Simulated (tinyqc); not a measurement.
Angle of incidence: periodic multilayer mirror for extreme ultraviolet light.

s polarisation, vacuum above. q_j = sqrt(N_j^2 - sin^2 theta); interface r_jk = (q_j - q_k)/(q_j + q_k) exp(-2 (2 pi/lam)^2 q_j q_k sg^2) (Nevot-Croce; sg = 0 if not given); phase factor of a layer x_j = exp(4 pi i q_j d_j/lam). Each period has the spacer (thickness (1 - Gm) L) on top of the absorber (Gm L). In this recursion R is the amplitude; R in tables and results is the reflectance, its squared modulus. The substrate is of the spacer material. Starting with R = 0 in it, each interface upward gives R -> (r + R x)/(1 + r R x), x that of the layer below the interface (1 for the substrate).

Inputs chosen for the exercise (optical constants near those of Mo and Si at 13.5 nm; shifted at random, so the results belong to these values and not to a real crystal):
- lam = 13.5 nm (wavelength)
- dA = (0.0741, 0.00653) (delta and beta of the absorber, N = 1 - delta + i beta)
- dS = (0.0008, 0.00186) (delta and beta of the spacer and the substrate)
- L = 7.08 nm (period)
- Gm = 0.47 (absorber share of the period)
- sg = 0.2 nm (interface roughness)
- Np = 10 (periods)

Results:
```
theta (degrees)  lam_B (nm)      R
0                    13.661  0.306
2                    13.652  0.307
4                    13.625  0.312
6                    13.580  0.319
8                    13.518  0.326
12                   13.339  0.331
14                   13.224  0.322
16                   13.091  0.299
18                   12.940  0.258
20                   12.772  0.195
```

Give the missing row, theta (degrees) = 10.

Computed row:
```
theta (degrees)  lam_B (nm)      R
10                   13.437  0.331
```

lam_B = 2 L Re(mean q) falls with the angle, from 13.661 to 12.772 nm; the largest value listed is 0.331 at 12 degrees. R stays above 90 % of that value at 0, 2, 4, 6, 8, 10, 12, 14 and 16 degrees, which bounds the cone of light that a mask or mirror with this period accepts.

Computed by tinyqc, a small Python program: `OMP_NUM_THREADS=1 python tinyqc.py 1682709 1682710 out.jsonl` (the numbers bound the seed that draws the inputs); one thread of a shared host (Intel(R) Xeon(R) Processor @ 2.30GHz), about 0.01 s for the whole set of steps.
